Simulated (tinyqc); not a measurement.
A discretised effective-mass wire between two leads, recursive Green functions: two steps of the calculation.

Finite differences on a grid of step a give a chain with hopping -t, t = C/(m a^2), C = hbar^2/(2 m0), and site energies 2 t + U_i for the N = 7 sites of the device; the semi-infinite leads have site energy 2 t. Each slice is one site, and V = -t couples neighbouring slices.

Parameters, values chosen for the exercise:

| symbol | value | unit | meaning |
|---|---|---|---|
| m | 0.026 | m0 | effective mass |
| a | 0.82 | nm | grid step |
| U | [0, 0.722, 1.156, 1.3, 1.156, 0.722, 0] | eV | potential on the sites 1 to N |
| E | 1.218 | eV | energy above the band bottom of the leads |

Constants: q = 1.602176634e-19 C, hbar = 1.054571817e-34 J s, m0 = 9.1093837015e-31 kg, hbar^2/(2 m0) = 0.0380998212 eV nm^2. Results are converted to the units shown.

Question 1. Forward pass. Forward pass: g_1 = (E - H_1 - Sigma)^(-1), g_i = (E - H_i - V g_(i-1) V^dagger)^(-1), with Sigma also subtracted on the last slice; G_(i,1) = g_i V G_(i-1,1), starting from g_1. H_i is the block of slice i, its site energy.

Sigma = -1.5703244-1.5111374i eV

Give: g_i; G_(i,1) of the forward pass.

Answer 1.

g_i, site 1 to 7 (1/eV): [-0.3306-0.3182i, -0.3041-0.2005i, -0.3154-0.1053i, -0.3303-0.0561i, -0.3631-0.0355i, -0.4648-0.0366i, 0.1963-0.5191i]
G_(i,1) of the forward pass, site 1 to 7 (1/eV): [-0.3306-0.3182i, -0.0801-0.3553i, 0.0265-0.2626i, 0.0512-0.1858i, 0.0549-0.1431i, 0.0670-0.1406i, 0.1304+0.1360i]

Question 2. Backward pass. Backward pass: G_NN = g_N, G_ii = g_i + g_i V^dagger G_(i+1,i+1) V g_i; local density of states -Im G_ii/pi on each site.

g_i, site 1 to 7 (1/eV): [-0.33063256-0.31817069i, -0.30409088-0.20046163i, -0.31544006-0.10528925i, -0.33030930-0.05613517i, -0.36311910-0.03548999i, -0.46483094-0.03664634i, 0.19634942-0.51914278i]

Give: G_ii; local density of states.

Answer 2.

G_ii, site 1 to 7 (1/eV): [0.19635-0.51914i, -0.18059-0.53431i, -0.40972-0.38901i, -0.46797-0.32406i, -0.40972-0.38901i, -0.18059-0.53431i, 0.19635-0.51914i]
local density of states, site 1 to 7 (1/eV): [0.16525, 0.17008, 0.12382, 0.10315, 0.12382, 0.17008, 0.16525]

A site of an infinite clean chain has 1/(pi sqrt(4 t^2 - x^2)) = 0.105 1/eV at this energy (x counted from the band centre); the device goes from 0.103 (site 4) to 0.170 (site 2).

Numbers from tinyqc (`OMP_NUM_THREADS=1 python tinyqc.py 2660007 2660008 out.jsonl`; about 0.02 s on one thread of a shared Intel Xeon 2.30GHz).
